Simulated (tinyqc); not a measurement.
Two-step dopant diffusion (predeposition and drive-in) with a constant diffusivity: one step, computed by the program tinyqc.

Fick diffusion into a half space x > 0 whose background doping C_B is of the opposite type, so that a junction lies where C = C_B.

Question. Exact junction depth. Exact two-step profile: C = (2 C_s/pi) int_0^alpha exp(-beta (1 + u^2))/(1 + u^2) du with alpha = sqrt(D1 t1/(Dt)2), beta = x^2/(4 (D1 t1 + (Dt)2)). The integral takes 48 Gauss-Legendre points; solve C(x) = C_B.

Inputs (values chosen for the exercise, modelled on boron in silicon):

| quantity | value | unit |
|---|---|---|
| surface concentration C_s | 9.6e+18 | 1/cm^3 |
| background doping C_B | 1.2e+14 | 1/cm^3 |
| predeposition temperature T1 | 1050 | C |
| drive-in temperature T2 | 1200 | C |
| stand-by temperature | 800 | C |

product D1 t1 = 3.339161e-11 cm^2

drive-in budget (Dt)2 = 6.833770e-09 cm^2

Give: exact junction depth.

Answer.

exact junction depth = 4.7352 um
